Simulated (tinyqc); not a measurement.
What each parameter does: optical transitions of a finite quantum well.

Each carrier sees a square well of width L with its own depth V and masses m (inside), mb (outside); c = hbar^2/2m0, k = sqrt(m E/c), kappa = sqrt(mb (V - E)/c), and level n solves k L + 2 atan[(k/m)/(kappa/mb)] = n pi. The envelope is cos(kz) for odd n and sin(kz) for even n inside, joins exp(-kappa (|z| - L/2)) outside, and is normalised to 1. Excitons and band mixing are left out.

Constants: hbar^2/2m0 = 3.80998211 eV angstrom^2; hc = 1239.841984 eV nm.

Parameters, chosen for this exercise (near those of an InGaAs well in InP; the results hold for these values, not for the real material):
- L = 75 angstrom (well width)
- Eg = 0.821 eV (gap of the well)
- Vc = 0.262 eV (conduction offset)
- Vv = 0.378 eV (valence offset)
- me = 0.0413 m0 (electron, well)
- meb = 0.0826 m0 (electron, barrier)
- mh = 0.393 m0 (heavy hole along z, well)
- mhb = 0.531 m0 (heavy hole, barrier)
- ml = 0.0509 m0 (light hole along z, well)
- mlb = 0.1158 m0 (light hole, barrier)

Edge wavelength hc/(Eg + e1 + hh1), squared overlap of e1 and hh1, and the confinement energies.

One parameter was then changed.

Results before and after:
```
case     edge (nm)  overlap^2  e1 (meV)  hh1 (meV)
base        1392.2     0.9113      56.8       12.7
changed     1394.2     0.9043      56.8       11.4
```

Which of these changes was made? (a) me = 0.0454 m0; (b) meb = 0.0991 m0; (c) mh = 0.452 m0; (d) Eg = 0.837 eV; (e) L = 83 angstrom; (f) Vc = 0.301 eV; (g) Vv = 0.302 eV.

Answer: (c) mh = 0.452 m0. Of the candidates, run in turn, only this one gives the changed row.

All candidates:
```
case             edge (nm)  overlap^2  e1 (meV)  hh1 (meV)
base                1392.2     0.9113      56.8       12.7
L = 83 angstrom     1406.0     0.9209      50.2       10.6
Eg = 0.837 eV       1367.7     0.9113      56.8       12.7
Vc = 0.301 eV       1387.3     0.9227      60.0       12.7
Vv = 0.302 eV       1392.9     0.9198      56.8       12.3
me = 0.0454 m0      1394.8     0.9191      55.2       12.7
mh = 0.452 m0       1394.2     0.9043      56.8       11.4
meb = 0.0991 m0     1397.2     0.9121      53.7       12.7
```

tinyqc: `OMP_NUM_THREADS=1 python tinyqc.py 1280183 1280184 out.jsonl`; about 0.1 s, one thread, shared Intel(R) Xeon(R) Processor @ 2.30GHz.
